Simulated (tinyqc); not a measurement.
Comparisons within one model: round or elliptic silicon nanowire with anisotropic valleys (Ritz method). A value that a table varies takes the place of the one given here.

Wire along x = [100] on a (001) wafer, y = [010], z = [001]. Valley groups, two valleys each (w = inverse masses): A, axis along z: w_y = 1/mt, w_z = 1/ml, m_x = mt; B, axis along y: w_y = 1/ml, w_z = 1/mt, m_x = mt; C, axis along x: w_y = w_z = 1/mt, m_x = ml.

Hard wall on the ellipse (y/a)^2 + (z/b)^2 = 1, c = hbar^2/2m0. With u = y/a, v = z/b the operator is -c [(w_y/a^2) d2/du2 + (w_z/b^2) d2/dv2] on the unit disc. Basis (1 - u^2 - v^2) u^i v^j; S, X and Y are the disc integrals of f f', (df/du)(df'/du) and (df/dv)(df'/dv), from the integral of u^p v^q = 2 Gamma((p+1)/2) Gamma((q+1)/2)/((p + q + 2) Gamma((p+q+2)/2)) for even p, q; H = c (w_y X/a^2 + w_z Y/b^2).

Converged values use 21 functions of each parity class (e or o in u, then in v).

Constants: hbar^2/2m0 = 3.80998211 eV angstrom^2.

Values chosen for the exercise (near those of a Si nanowire; not measured data):
```
symbol  value                              unit      meaning
ml      0.906                              m0        longitudinal mass
mt      0.191                              m0        transverse mass
a       43                                 angstrom  semi-axis along y
b       43                                 angstrom  semi-axis along z
asp     (0.4, 0.6, 0.8, 1, 1.3, 1.8, 2.5)            ratios a/b
area    58.1                               nm^2      cross-section, kept fixed
hw      2                                            height over mean width
```

## Size of the basis

Lowest level of each group with 1, 3, 6 and 21 even functions.

Levels (meV):
```
functions      A      B      C
1          39.19  39.19  64.73
3          37.18  37.18  62.40
6          37.14  37.14  62.39
21         37.14  37.14  62.39
```

One function errs by 5.5 % for A, 5.5 % for B and 3.7 % for C, six by 0.0002, 0.0002 and 1e-05 meV. The error grows with the axis ratio of the stretched ellipse (2.18, 2.18, 1.00); for a circle it is 6/5.783 - 1 = 3.7 %.

## Flattening the wire at fixed area

a = sqrt(area x ratio/pi), b = a/ratio, 1 nm^2 = 100 angstrom^2; lowest level of each group.

Levels (eV):
```
a/b  a (angstrom)  b (angstrom)       A       B       C
0.4          27.2          68.0  0.0751  0.0289  0.0884
0.6          33.3          55.5  0.0535  0.0296  0.0702
0.8          38.5          48.1  0.0430  0.0329  0.0639
1.0          43.0          43.0  0.0371  0.0371  0.0624
1.3          49.0          37.7  0.0323  0.0443  0.0644
1.8          57.7          32.1  0.0291  0.0569  0.0728
2.5          68.0          27.2  0.0289  0.0751  0.0884
```

Each group is lowest where its stretched ellipse is a circle, at a/b = sqrt(w_y/w_z): 2.18 for A, 0.46 for B and 1.00 for C. The lowest group is B in the first row and A in the last, A and B crossing at a/b = 1 by symmetry; B - A is -46 meV in the first row and +46 meV in the last.

## Shape of the cross-section

Equal area, hard walls, lowest level of -c (w_y d2/dy2 + w_z d2/dz2), c = hbar^2/2m0. Rectangle W x H with H/W = hw; ellipse with b/a = hw; trapezoid of height H, base W/0.8 and top 0.6 of the base; isosceles triangle of height H and base 2W. Ellipse, trapezoid and triangle by converged Ritz bases; 1 nm^2 = 100 angstrom^2.

Levels:
```
shape      A (eV)  B (eV)  B - A (meV)
rectangle  0.0713  0.0312        -40.1
ellipse    0.0621  0.0287        -33.3
trapezoid  0.0643  0.0318        -32.5
triangle   0.0439  0.0399         -3.9
```

W = 53.9 angstrom
H = 107.8 angstrom

For group A the order is triangle, ellipse, trapezoid, rectangle, spanning 63 %. For group B the order is ellipse, rectangle, trapezoid, triangle, spanning 39 %. The ellipse lies below the rectangle for both groups, since corners hold little of the wave function. The triangle is lowest for A, whose light mass lies across the width and gains from the wide base. The spacing B - A of the valley groups runs from -40 to -4 meV.

## What each parameter does

Lowest level of groups A and B. Each row changes one parameter from the base and keeps the others.

Results:
```
case             A (eV)  B (eV)  B - A (meV)
base             0.0371  0.0371          0.0
a = 46 angstrom  0.0334  0.0362          2.9
b = 41 angstrom  0.0379  0.0401          2.3
ml = 1.015 m0    0.0364  0.0364          0.0
mt = 0.172 m0    0.0404  0.0404          0.0
```

The largest shifts from the base row, up to three for each result and ties (the steps differ in size, so this ranks the rows, not the parameters). A (eV): a -0.0038, mt +0.0033, ml -0.0008. B (eV): mt +0.0033, b +0.0030, a -0.0009. B - A (meV): a +2.9, b +2.3; unchanged at the printed digits by ml and mt.

(tinyqc, `OMP_NUM_THREADS=1 python tinyqc.py 1251182 1251183 out.jsonl`, Intel(R) Xeon(R) Processor @ 2.30GHz, 1 thread, shared host, about 0.06 s.)
